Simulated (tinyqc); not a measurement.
Worked calculation: current of a Schottky diode by thermionic-emission-diffusion theory, and its read-back from I-V-T and C-V data. Computed by tinyqc, a small Python program that keeps every step. Command: `OMP_NUM_THREADS=1 python tinyqc.py 3010928 3010929 out.jsonl schottky walk`. One thread of a shared host (Intel(R) Xeon(R) Processor @ 2.30GHz), about 0.01 s of CPU time with the checks. Intermediate numbers are printed to about 5 digits and carried at full precision; extremes and crossings named in words are read from the listed rows.

Full ionisation, no tunnelling, no recombination current. V is the voltage across the junction itself, forward positive.

Inputs (values chosen for the exercise, modelled on n-type 4H-SiC):
```
quantity                                     value           unit
Richardson constant A*                         149   A/(cm^2 K^2)
effective density of states at 300 K, N_c  1.7e+19         1/cm^3
permittivity eps                               9.7              -
mobility mu                                    620     cm^2/(V s)
barrier without image force phi_0 (mean)      1.18             eV
doping N                                   1.3e+17         1/cm^3
series resistance R_s                        0.056  milliohm cm^2
junction voltage V                            0.53              V
temperature T                                  300              K
standard deviation sigma                        46            meV
relative change of sigma^2 with bias, rho     0.68            1/V
```

Barrier: Gaussian spread of heights.

Constants: k_B = 8.617333262e-05 eV/K; e = 1.602176634e-19 C; eps_0 = 8.8541878128e-12 F/m.

## Barrier at the given bias

N_c(T) = N_c (T/300 K)^(3/2); V_bi = phi_0 - (k_B T/e) ln(N_c(T)/N); surface field F = sqrt(2 e N (V_bi - V - k_B T/e)/(eps eps_0)); image lowering d_phi = sqrt(e F/(4 pi eps eps_0)); effective barrier phi = phi_0 - d_phi - sigma^2 (1 - rho V)/(2 k_B T).

built-in voltage V_bi = 1.0540 V

surface field F = 155.44 kV/cm

image lowering = 48.037 meV

effective barrier phi = 1.1058 eV

## Current

Collection velocity v_R = A* T^2/(e N_c(T)); diffusion velocity v_D = mu F; J = e N_c(T) v_R/(1 + v_R/v_D) exp(-phi/k_B T) [exp(e V/k_B T) - 1]. Terminal voltage V + J R_s.

v_R = 4.9234e+06 cm/s

v_D = 9.6374e+07 cm/s

current density J = 0.0027101 A/cm^2

terminal voltage = 0.53000 V

v_D/v_R = 19.6: emission over the barrier limits the current.

## Read-back from the I-V curve

Ideality n = (e/k_B T)/(d ln J/dV) by a central difference of +/- 1 mV; J_0 = J exp(-e V/(n k_B T)); apparent barrier phi_IV = k_B T ln(A* T^2/J_0); a C-V plot gives phi_CV = phi_0, the mean without lowering.

ideality factor n = 1.0562

extrapolated J_0 = 1.0070e-11 A/cm^2

apparent barrier phi_IV = 1.0789 eV

phi_CV - phi_IV = 101.12 meV

n exceeds 1 because forward bias lowers the field, which weakens the image lowering, and narrows the spread of barriers.

## Temperature series and Richardson plot

A least-squares line of ln(J_0/T^2) against 1/(k_B T) gives a barrier (minus the slope) and a Richardson constant (exp of the intercept).

At the same junction voltage:
```
T (K)  1/k_B T (1/eV)       n  J_0 (A/cm^2)  phi_IV (eV)  ln(J_0/T^2)
200            58.023  1.0689    1.3173e-20       1.0578      -56.373
250            46.418  1.0608    2.4593e-15       1.0704      -44.682
300            38.682  1.0562    1.0070e-11       1.0789      -36.729
350            33.156  1.0537    4.3459e-09       1.0850      -30.970
400            29.011  1.0527    4.4573e-07       1.0896      -26.606
450            25.788  1.0529    1.7267e-05       1.0931      -23.185
```

barrier from the Richardson plot = 1.0296 eV

Richardson constant from the plot = 25.250 A/(cm^2 K^2)

From 200 to 450 K n goes from 1.069 to 1.053 and phi_IV from 1.058 to 1.093 eV. The plot returns 1.030 eV against phi_0 = 1.18 and a constant 0.169 times the true A*: a spread of barriers lets cold carriers pick the low patches, which bends the plot and lowers both numbers.

## Forward curve with series resistance

Terminal voltage V + J R_s; apparent ideality from neighbouring rows, (e/k_B T) dV_terminal/d ln J.

Forward curve; the last column belongs to the interval up to the next row:
```
V (V)  J (A/cm^2)  terminal voltage (V)  apparent n
0.251  9.4521e-08                0.2510      1.0490
0.348  3.3806e-06                0.3480      1.0514
0.445  1.1990e-04                0.4450      1.0547
0.543  4.3621e-03                0.5430      1.0595
0.640  1.5062e-01                0.6400      1.0695
0.737  5.0794e+00                0.7373      1.1811
0.835  1.7036e+02                0.8445      4.2115
0.932  5.0134e+03                1.2127           -
```

The resistance takes over where J R_s exceeds k_B T/e, at J = 462 A/cm^2; the apparent ideality climbs from 1.05 to 4.21, so barrier and n must be read below that current.

Checks made by the program: v_D = mu F against the drift-diffusion integral over the parabolic barrier, a ratio 2 y Dawson(y) with y^2 = (V_bi - V)/(k_B T/e) - 1 (relative difference 3e-02).
